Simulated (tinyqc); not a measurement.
Comparisons within one model: alloy A(1-x)B(x) by interpolation with bowing. A value that a table varies takes the place of the one given here.

Each gap follows E(x) = (1 - x) E_A + x E_B - C x (1 - x); the lattice constant follows Vegard, a(x) = (1 - x) a_A + x a_B.

Mass at Gamma from the Kane formula 1/m = F + Ep (Eg + 2 Dso/3)/(Eg (Eg + Dso)). F is fixed by the masses of A and B and interpolated linearly, as is Ep; Eg and Dso carry their bowing.

Constants: hc = 1239.841984 eV nm.

Parameters, chosen for this exercise (A near Ge, B near Si; shifted at random, so the results belong to these values and not to a real crystal):
- a = (5.657, 5.426) angstrom (lattice constant of A, B)
- Eg = (0.886, 4.174) eV (gap at Gamma to the s-like level of A, B)
- EgX = (0.94, 1.17) eV (gap to the lowest valley along Gamma-X of A, B)
- EgL = (0.737, 2.109) eV (gap to L of A, B)
- C = (0.276, 0.193, 0) eV (bowing of the Gamma, X and L gaps)
- Dso = (0.288, 0.044) eV (spin-orbit splitting of A, B)
- Ep = (26.2, 21.9) eV (Kane energy of A, B)
- me = (0.0384, 0.1977) m0 (electron mass at Gamma of A, B)
- Cs = 0 eV (bowing of Dso)
- x = 0.17 (fraction of B)

## Gaps across the alloy

Eleven compositions.

Gaps (eV):

| x | a (angstrom) | Gamma | X | L | lowest | wavelength (nm) |
|---|---|---|---|---|---|---|
| 0.0 | 5.6570 | 0.886 | 0.940 | 0.737 | L | 1682 |
| 0.1 | 5.6339 | 1.190 | 0.946 | 0.874 | L | 1418 |
| 0.2 | 5.6108 | 1.499 | 0.955 | 1.011 | X | 1298 |
| 0.3 | 5.5877 | 1.814 | 0.968 | 1.149 | X | 1280 |
| 0.4 | 5.5646 | 2.135 | 0.986 | 1.286 | X | 1258 |
| 0.5 | 5.5415 | 2.461 | 1.007 | 1.423 | X | 1232 |
| 0.6 | 5.5184 | 2.793 | 1.032 | 1.560 | X | 1202 |
| 0.7 | 5.4953 | 3.130 | 1.060 | 1.697 | X | 1169 |
| 0.8 | 5.4722 | 3.472 | 1.093 | 1.835 | X | 1134 |
| 0.9 | 5.4491 | 3.820 | 1.130 | 1.972 | X | 1098 |
| 1.0 | 5.4260 | 4.174 | 1.170 | 2.109 | X | 1060 |

The lowest valley changes at x = 0.156 (L to X, gap 0.950 eV). The Gamma gap is monotonic, since its bowing (0.276 eV) is smaller than the difference of the end gaps (3.288 eV); at x = 0.5 bowing lowers it by C/4 = 0.069 eV.

## Three ways to interpolate a mass

Linear in m, linear in 1/m, and the Kane formula.

Masses (m0):

| x | Eg (eV) | linear in m | linear in 1/m | Kane | Kane m/Eg (1/eV) |
|---|---|---|---|---|---|
| 0.000 | 0.886 | 0.0384 | 0.0384 | 0.0384 | 0.0433 |
| 0.125 | 1.267 | 0.0583 | 0.0427 | 0.0552 | 0.0436 |
| 0.250 | 1.656 | 0.0782 | 0.0481 | 0.0731 | 0.0441 |
| 0.375 | 2.054 | 0.0981 | 0.0550 | 0.0921 | 0.0448 |
| 0.500 | 2.461 | 0.1181 | 0.0643 | 0.1120 | 0.0455 |
| 0.625 | 2.876 | 0.1380 | 0.0774 | 0.1328 | 0.0462 |
| 0.750 | 3.300 | 0.1579 | 0.0970 | 0.1542 | 0.0467 |
| 0.875 | 3.733 | 0.1778 | 0.1302 | 0.1759 | 0.0471 |
| 1.000 | 4.174 | 0.1977 | 0.1977 | 0.1977 | 0.0474 |

At x = 0.5 the three give 0.1180, 0.0643 and 0.1120; judged by the largest distance, the Kane value is closer to the interpolation in m (largest distances 0.0061 m0 from the rule in m, 0.0572 m0 from the rule in 1/m). The ratio m/Eg varies by a factor of 1.09 while the gap varies by 4.71; a constant ratio is the two-band rule m = Eg/Ep at fixed Ep.

## What each parameter does

Gaps at x and the Kane mass. Each row changes one parameter from the base and keeps the others.

Results:

| case | Gamma (eV) | X (eV) | L (eV) | mass (m0) |
|---|---|---|---|---|
| base | 1.4060 | 0.9519 | 0.9702 | 0.0615 |
| x = 0.21 | 1.5307 | 0.9563 | 1.0251 | 0.0672 |
| C = (0.376, 0.293, 0.1) eV | 1.3919 | 0.9378 | 0.9561 | 0.0609 |
| Eg = (0.93, 4.174) eV | 1.4425 | 0.9519 | 0.9702 | 0.0594 |
| EgX = (0.94, 1.112) eV | 1.4060 | 0.9420 | 0.9702 | 0.0615 |
| EgL = (0.7, 2.109) eV | 1.4060 | 0.9519 | 0.9395 | 0.0615 |
| Ep = (28.8, 24.1) eV | 1.4060 | 0.9519 | 0.9702 | 0.0639 |
| Cs = 0.05 eV | 1.4060 | 0.9519 | 0.9702 | 0.0614 |

The largest shifts from the base row, up to three for each result and ties (the steps differ in size, so this ranks the rows, not the parameters). Gamma (eV): x +0.1247, Eg +0.0365, C -0.0141; unchanged at the printed digits by EgX, EgL, Ep and Cs. X (eV): C -0.0141, EgX -0.0099, x +0.0044; unchanged at the printed digits by Eg, EgL, Ep and Cs. L (eV): x +0.0549, EgL -0.0307, C -0.0141; unchanged at the printed digits by Eg, EgX, Ep and Cs. mass (m0): x +0.0057, Ep +0.0024, Eg -0.0021; unchanged at the printed digits by EgX and EgL.

tinyqc: `OMP_NUM_THREADS=1 python tinyqc.py 1081061 1081062 out.jsonl`; about 0.01 s, one thread, shared Intel(R) Xeon(R) Processor @ 2.30GHz.
